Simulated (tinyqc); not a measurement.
From results to parameters: Luttinger model of the valence bands. Computed by the program tinyqc.

Problem. In the four-band Luttinger model 1/m = g1 -/+ 2 g2 along [100] and g1 -/+ 2 g3 along [111]. Find g1, g2, g3 and the light hole mass along [111].

heavy and light hole masses along [100] (electron masses): 0.332226  0.069204
heavy hole mass along [111] = 0.321543 electron masses

Solution. The mean of the two inverse masses along [100] is g1 and a quarter of their difference is g2; g3 = (g1 - 1/m_hh[111])/2.

g1, g2, g3: 8.730  2.860  2.810
light hole mass along [111] = 0.0697 electron masses
